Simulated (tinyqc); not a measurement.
# The weight eta from points of equal mobility

Problem. If the mobility depends on E = q (Ndep + eta Ns)/(eps0 eps_r) alone, two points of equal mobility on its falling branch have equal E. Find eta and E.

Values chosen for this exercise:
```
symbol,value,unit,meaning
eps_r,11.5,,relative permittivity of the semiconductor
```

Constants: q = 1.602176634e-19 C, eps0 = 8.8541878128e-14 F/cm where lengths are in cm. Results are converted to the units shown.

Ndep at two body biases (cm^-2): [4.6428431e12, 7.4749329e12]
Ns at which the mobility is the same (cm^-2): [2.1e13, 1.5335820e13]

Solution. eta is the ratio of the differences of Ndep and Ns.

eta = 0.500
E = 2.38 MV/cm

Computed by the program tinyqc: `OMP_NUM_THREADS=1 python tinyqc.py 2510042 2510043 out.jsonl`, one thread of a shared Intel Xeon 2.30GHz, about 0.01 s for the whole run.
